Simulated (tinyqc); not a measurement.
Plane-wave Kohn-Sham cycle with exchange-only LDA in a layered model solid, step by step. One step of it, computed by the program tinyqc.

Question. Iteration 2: Hamiltonian at one k. H(m,m') = (k + G_m)^2/2 delta + V(G_m - G_m'), with V(-G) = V(G).

A solid whose potential varies along x alone (atomic units):
```
parameter                      value
period a                   15.800000
cross-section of the cell  34.000000
electrons per cell                 2
grid points                       16
plane waves -n..n, n               2
k points                           2
V1 in V1 cos(2 pi x/a)     -0.650000
V2 in V2 cos(4 pi x/a)      0.060000
```

V(G_m), m = 0, 1, 2, ... (hartree): -0.152322  -0.304411  0.031252  -0.000184  -0.000027

k = 0.250000 2 pi / a

Give: H.

Answer.

H (hartree):
```
         -2       -1       +0       +1       +2
-2   0.0898  -0.3044   0.0313  -0.0002   0.0000
-1  -0.3044  -0.1078  -0.3044   0.0313  -0.0002
+0   0.0313  -0.3044  -0.1474  -0.3044   0.0313
+1  -0.0002   0.0313  -0.3044  -0.0288  -0.3044
+2   0.0000  -0.0002   0.0313  -0.3044   0.2480
```
